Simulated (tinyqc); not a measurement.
Oxidation of curved silicon (wires and holes): cylindrical Deal-Grove kinetics with stress-retarded reaction: one step, computed by the program tinyqc. Command: `OMP_NUM_THREADS=1 python tinyqc.py 3025274 3025275 out.jsonl wireox walk`. One thread of a shared host (Intel(R) Xeon(R) Processor @ 2.30GHz), about 0.01 s of CPU time with the checks.

Silicon fills r < a and oxide a < r < b. One volume of silicon gives 2.25 volumes of oxide, and the length is fixed.

Task: Rate at the start. Geometry: b^2 = b0^2 + 1.25 (a0^2 - a^2), b0 = a0 + x_i. Rate of oxide made per interface area: q = 1/[1/k + 2 a |ln(b/a)|/B], and |da/dt| = q/2.25. Reaction k = (B/A) exp(-sigma V_k/(k_B T)). New oxide pushes the old with radial speed u = 1.25 |da/dt| at r = a; the shear stress at radius r is s_c asinh(z a^2/r^2), z = 2 eta u/(a s_c) (Eyring flow), and the compressive normal stress at the interface is sigma = |int_a^b 2 s/r dr| = s_c |F(z) - F(z a^2/b^2)|, F(y) = int_0^y asinh(w)/w dw. q and sigma are solved together. 1 MPa angstrom^3 = 6.241509e-6 eV.

Inputs (values chosen for the exercise, close to those used for silicon in dry oxygen): starting silicon radius a0 = 8.4 nm; starting oxide x_i = 1 nm; critical shear stress s_c = 33 MPa; activation volume V_k = 5.9 angstrom^3; temperature T = 850 C.

Shape: wire (convex).

B = 2237.219 nm^2/h

B/A = 5.338250 nm/h

low-stress viscosity eta = 1.696188e+17 Pa s

k_B T = 0.09678558 eV

Give: oxide radius b0; rate q without stress; normal stress sigma; factor on the reaction; rate q with stress.

Result:

oxide radius b0 = 9.4 nm

rate q without stress = 5.314 nm/h

normal stress sigma = 106.6 MPa

factor on the reaction = 0.9603

rate q with stress = 5.104 nm/h
